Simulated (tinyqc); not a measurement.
Worked calculation: exchange-only LDA atom on a uniform radial grid, spin-unpolarised, for Li. Computed by tinyqc, a small Python program that keeps every step. Settings: Z = 3, points = 64, R = 17.7, functional = Slater exchange alone, mixing = 0.6, iteration cap = 73. Command: `OMP_NUM_THREADS=1 python tinyqc.py 24629 24630 out.jsonl` (the two numbers bound the seeds that draw the settings). One thread of a shared host (Intel(R) Xeon(R) Processor @ 2.60GHz), about 0.03 s of CPU time with the checks. Later iterations appear only in the table of the cycle.

## Iteration 1

Spherical atom on a uniform radial grid r_j = j h with h = R/(N + 1), h sum u^2 = 1 and integrals as h times sums, u(0) = u(R) = 0 (atomic units):
```
parameter            value
Z                        3
points N                64
R                17.700000
h                 0.272308
mixing            0.600000
electrons in 1s          2
electrons in 2s          1
```

Three-point differences turn -u''/2 + [l(l+1)/2r^2 - Z/r + V] u = e u into a tridiagonal matrix (diagonal 1/h^2 + potential, off-diagonal -1/2h^2). D = sum f u^2; the Hartree potential y/r solves y'' = -D/r with y(0) = 0, y(R) = N_e; v_xc comes from rho = D/(4 pi r^2); E = sum f e - int D V + int D (V_H/2 + eps_xc); V(new) = V + mixing (V_H + v_xc - V).

eigenvalues (hartree): 1s -3.927963, 2s -1.081625

Every 4th grid point:
```
r              V in     u(1s)      u(2s)         D       V_H       v_xc
1.089231   0.000000  0.504298  -0.434085  0.697063  2.357910  -0.354757
2.178462   0.000000  0.051060  -0.698445  0.493040  1.338801  -0.199120
3.267692   0.000000  0.003877  -0.372653  0.138900  0.915007  -0.099616
4.356923   0.000000  0.000262  -0.144427  0.020859  0.688348  -0.043709
5.446154   0.000000  0.000017  -0.047769  0.002282  0.550834  -0.018015
6.535385   0.000000  1.01e-06  -0.014362  0.000206  0.459039  -0.007159
7.624615   0.000000  5.94e-08  -0.004051  0.000016  0.393462  -0.002778
8.713846   0.000000  3.44e-09  -0.001091  1.19e-06  0.344280  -0.001060
9.803077   0.000000  1.96e-10  -0.000284  8.07e-08  0.306026  -0.000400
10.892308  0.000000  1.10e-11  -0.000072  5.18e-09  0.275424  -0.000149
11.981538  0.000000         0  -0.000018  3.18e-10  0.250385  -0.000055
13.070769  0.000000         0  -4.35e-06  1.89e-11  0.229520  -0.000020
14.160000  0.000000         0  -1.04e-06         0  0.211864   0.000000
15.249231  0.000000         0  -2.47e-07         0  0.196731   0.000000
16.338462  0.000000         0  -5.65e-08         0  0.183616   0.000000
17.427692  0.000000         0  -6.99e-09         0  0.172140   0.000000
```

total energy = -5.68450239 hartree

## Iteration 2

As before.

eigenvalues (hartree): 1s -2.110601, 2s -0.340403

Every 4th grid point:
```
r              V in     u(1s)      u(2s)         D       V_H       v_xc
1.089231   1.201892  0.605097  -0.154072  0.756023  2.186640  -0.364490
2.178462   0.683809  0.107343  -0.588162  0.368980  1.265603  -0.180782
3.267692   0.489235  0.015327  -0.545499  0.298039  0.894753  -0.128484
4.356923   0.386784  0.002005  -0.368750  0.135985  0.683912  -0.081651
5.446154   0.319692  0.000251  -0.216229  0.046755  0.549954  -0.049295
6.535385   0.271128  0.000031  -0.117203  0.013736  0.458872  -0.029020
7.624615   0.234410  3.65e-06  -0.060466  0.003656  0.393431  -0.016844
8.713846   0.205932  4.31e-07  -0.030152  0.000909  0.344274  -0.009690
9.803077   0.183376  5.06e-08  -0.014664  0.000215  0.306025  -0.005540
10.892308  0.165165  5.88e-09  -0.006995  0.000049  0.275424  -0.003153
11.981538  0.150198  6.81e-10  -0.003285  0.000011  0.250385  -0.001788
13.070769  0.137700  7.84e-11  -0.001522  2.32e-06  0.229520  -0.001010
14.160000  0.127119         0  -0.000695  4.84e-07  0.211864  -0.000568
15.249231  0.118039         0  -0.000309  9.57e-08  0.196731  -0.000315
16.338462  0.110169         0  -0.000124  1.54e-08  0.183616  -0.000164
17.427692  0.103284         0  -0.000021  4.53e-10  0.172140  -0.000048
```

total energy = -6.11308999 hartree

## Convergence

Stop when input and output potentials agree to 1e-7.

Course of the cycle (hartree):
```
iteration            E      e(1s)      e(2s)  largest |V(out) - V(in)|
1          -5.68450239  -3.927963  -1.081625                  3.89e+00
2          -6.11308999  -2.110601  -0.340403                  9.83e-01
3          -6.15904357  -1.624258  -0.147275                  2.13e-01
4          -6.16348866  -1.507089  -0.094598                  4.83e-02
5          -6.16392959  -1.482158  -0.080129                  1.31e-02
6          -6.16397547  -1.477970  -0.076240                  4.03e-03
7          -6.16398056  -1.477820  -0.075250                  1.25e-03
8          -6.16398116  -1.478181  -0.075027                  6.21e-04
9          -6.16398124  -1.478448  -0.074993                  3.06e-04
10         -6.16398125  -1.478592  -0.074997                  1.48e-04
11         -6.16398125  -1.478662  -0.075004                  6.81e-05
12         -6.16398125  -1.478694  -0.075009                  3.02e-05
13         -6.16398125  -1.478708  -0.075012                  1.31e-05
14         -6.16398125  -1.478714  -0.075013                  5.63e-06
15         -6.16398125  -1.478717  -0.075014                  2.39e-06
16         -6.16398125  -1.478718  -0.075014                  1.00e-06
17         -6.16398125  -1.478719  -0.075014                  4.21e-07
18         -6.16398125  -1.478719  -0.075014                  1.76e-07
19         -6.16398125  -1.478719  -0.075014                  7.30e-08
```

Converged in 19 iterations. A uniform grid resolves the cusp poorly: for a bare nucleus this grid gives 1s at -3.92796 against -Z^2/2 = -4.5 hartree. Before convergence this energy mixes input and output and is not variational, so it may rise towards its limit.
